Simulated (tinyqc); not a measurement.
Inside a calculation. Method: Pariser-Parr-Pople SCF with singles CI, for the molecule Nc1ccc2[nH]ccc2c1 (SMILES; centres numbered as the heavy atoms are written). One step of it, computed by the program tinyqc.

Question. PPP integrals. Ohno: gamma = 14.399645/sqrt(R^2 + a^2), a = 2 x 14.399645/(gamma_rr + gamma_ss); H_rr = -W_r - sum_(s != r) z_s gamma_rs; H_rs = beta for bonds.

Centres (angstrom, eV; a flat drawing with bonds scaled to 1.40 angstrom):
```
centre          x          y  core charge z          W   gamma_rr
1N      -3.206000   0.690000              2  25.600000  16.800000
2C      -1.887000   0.221000              1  11.160000  11.130000
3C      -1.633000  -1.155000              1  11.160000  11.130000
4C      -0.314000  -1.624000              1  11.160000  11.130000
5C       0.752000  -0.715000              1  11.160000  11.130000
6N       2.140000  -0.899000              2  25.600000  16.800000
7C       2.743000   0.364000              1  11.160000  11.130000
8C       1.729000   1.328000              1  11.160000  11.130000
9C       0.498000   0.661000              1  11.160000  11.130000
10C     -0.822000   1.130000              1  11.160000  11.130000
```

Resonance integrals (eV):
```
i    j       beta
1    2  -2.240000
2    3  -2.390000
3    4  -2.390000
4    5  -2.390000
5    6  -2.240000
6    7  -2.240000
7    8  -2.390000
8    9  -2.390000
9   10  -2.390000
10   2  -2.390000
9    5  -2.390000
```

Give: repulsion gamma_rs; core matrix H.

Answer.

repulsion gamma_rs (eV), order 1N, 2C, 3C, 4C, 5C, 6N, 7C, 8C, 9C, 10C:
```
[[16.8000, 8.2820, 5.4654, 3.7454, 3.3296, 2.5519, 2.3815, 2.8336, 3.7451, 5.4659],
 [8.2820, 11.1300, 7.5561, 5.2398, 4.6684, 3.3447, 2.9940, 3.6028, 5.2386, 7.5533],
 [5.4654, 7.5561, 11.1300, 7.5542, 5.2386, 3.6736, 2.9940, 3.2912, 4.6687, 5.2396],
 [3.7454, 5.2398, 7.5542, 11.1300, 7.5511, 5.2195, 3.7215, 3.7735, 5.2390, 4.6678],
 [3.3296, 4.6684, 5.2386, 7.5511, 11.1300, 8.2811, 5.5211, 5.5211, 7.5561, 5.2387],
 [2.5519, 3.3447, 3.6736, 5.2195, 8.2811, 16.8000, 8.2833, 5.7869, 5.7863, 3.8549],
 [2.3815, 2.9940, 2.9940, 3.7215, 5.5211, 8.2833, 11.1300, 7.5565, 5.5212, 3.7217],
 [2.8336, 3.6028, 3.2912, 3.7735, 5.5211, 5.7869, 7.5565, 11.1300, 7.5536, 5.0223],
 [3.7451, 5.2386, 4.6687, 5.2390, 7.5561, 5.7863, 5.5212, 7.5536, 11.1300, 7.5514],
 [5.4659, 7.5533, 5.2396, 4.6678, 5.2387, 3.8549, 3.7217, 5.0223, 7.5514, 11.1300]]
```

core matrix H (eV), order 1N, 2C, 3C, 4C, 5C, 6N, 7C, 8C, 9C, 10C:
```
[[-65.9524, -2.2400, 0.0000, 0.0000, 0.0000, 0.0000, 0.0000, 0.0000, 0.0000, 0.0000],
 [-2.2400, -71.2665, -2.3900, 0.0000, 0.0000, 0.0000, 0.0000, 0.0000, 0.0000, -2.3900],
 [0.0000, -2.3900, -65.9805, -2.3900, 0.0000, 0.0000, 0.0000, 0.0000, 0.0000, 0.0000],
 [0.0000, 0.0000, -2.3900, -66.8368, -2.3900, 0.0000, 0.0000, 0.0000, 0.0000, 0.0000],
 [0.0000, 0.0000, 0.0000, -2.3900, -75.6766, -2.2400, 0.0000, 0.0000, -2.3900, 0.0000],
 [0.0000, 0.0000, 0.0000, 0.0000, -2.2400, -74.9343, -2.2400, 0.0000, 0.0000, 0.0000],
 [0.0000, 0.0000, 0.0000, 0.0000, 0.0000, -2.2400, -64.5197, -2.3900, 0.0000, 0.0000],
 [0.0000, 0.0000, 0.0000, 0.0000, 0.0000, 0.0000, -2.3900, -64.7219, -2.3900, 0.0000],
 [0.0000, 0.0000, 0.0000, 0.0000, -2.3900, 0.0000, 0.0000, -2.3900, -73.5514, -2.3900],
 [0.0000, -2.3900, 0.0000, 0.0000, 0.0000, 0.0000, 0.0000, 0.0000, -2.3900, -68.7965]]
```
